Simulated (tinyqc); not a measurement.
Bowing of the band edge from disorder: coherent potential approximation for a binary alloy with a semi-elliptic band.

Site levels eA = -x d (share 1 - x) and eB = (1 - x) d (share x), so that their mean, the virtual crystal, is 0. Pure band: G0(z) = 2 (z - sqrt(z - W) sqrt(z + W))/W^2 with principal roots, density -Im G/pi per site. The medium has a self-energy S(z), G = G0(z - S), z = E + i eta. t_i = (e_i - S)/(1 - (e_i - S) G); the CPA demands <t> = (1 - x) tA + x tB = 0. Iteration: start at S = 0, set S(new) = S + <t>/(1 + <t> G), stop when |<t>| < 1e-9 eV.

Inputs chosen for the exercise: W = 1.4 eV (half width of the pure band); d = 0.41 eV (eB - eA).

For eta = 0 the CPA reads G = (1 - x)/(y - eA) + x/(y - eB) with y = E - W^2 G/4; the lower edge is the maximum of E(y) = y + W^2 G(y)/4 for y < eA. The virtual crystal puts it at -W. Second order: -W - 2 x (1 - x) d^2/W, from S = x (1 - x) d^2 G0(-W), G0(-W) = -2/W.

Lower edge (eV):
```
x        edge  edge + W  second order  (edge + W)/(x (1 - x))
0.05  -1.4074   -0.0074       -0.0114                 -0.1560
0.10  -1.4145   -0.0145       -0.0216                 -0.1609
0.25  -1.4334   -0.0334       -0.0450                 -0.1780
0.40  -1.4480   -0.0480       -0.0576                 -0.2002
0.50  -1.4548   -0.0548       -0.0600                 -0.2192
0.60  -1.4584   -0.0584       -0.0576                 -0.2435
0.75  -1.4556   -0.0556       -0.0450                 -0.2967
0.90  -1.4359   -0.0359       -0.0216                 -0.3986
0.95  -1.4220   -0.0220       -0.0114                 -0.4630
```

second-order coefficient = -0.2401 eV

Disorder pushes the edge below the virtual crystal, most at x = 0.6 (-58 meV). The coefficient runs from -0.156 at x = 0.05 to -0.463 eV at 0.95, against -0.240 in second order: it depends strongly on x and is largest in size where the low-lying A atoms are dilute and act as attractive impurities.

Program tinyqc; command `OMP_NUM_THREADS=1 python tinyqc.py 1480980 1480981 out.jsonl`; about 0.01 s on one thread of a shared Intel(R) Xeon(R) Processor @ 2.30GHz.
